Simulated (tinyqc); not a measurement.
Inside a calculation. Method: lattice vibrations of a chain. One step of it, computed by the program tinyqc.

Problem. Frequencies. omega^2 are the eigenvalues; wavenumber = 521.4708 sqrt(eigenvalue) 1/cm.

D(q) (eV/(angstrom^2 u)):
```
                     1                    2                    3                    4
1             1.186916            -0.488591  -0.048430+0.028641i  -0.238163+0.433216i
2            -0.488591             0.442286            -0.041743  -0.072291+0.042753i
3  -0.048430-0.028641i            -0.041743             0.176318            -0.213981
4  -0.238163-0.433216i  -0.072291-0.042753i            -0.213981             1.279528
```

Give: eigenvalues; wavenumbers; weights |e|^2 of the mass-weighted modes.

Solution.

eigenvalues: 0.0203  0.2380  1.0246  1.8021

wavenumbers (1/cm): 74.3  254.4  527.9  700.0

weights |e|^2 of the mass-weighted modes:
```
        mode 1  mode 2  mode 3  mode 4
atom 1  0.1514  0.0939  0.2553  0.4993
atom 2  0.3167  0.3841  0.2503  0.0488
atom 3  0.4441  0.5163  0.0347  0.0049
atom 4  0.0878  0.0056  0.4596  0.4470
```
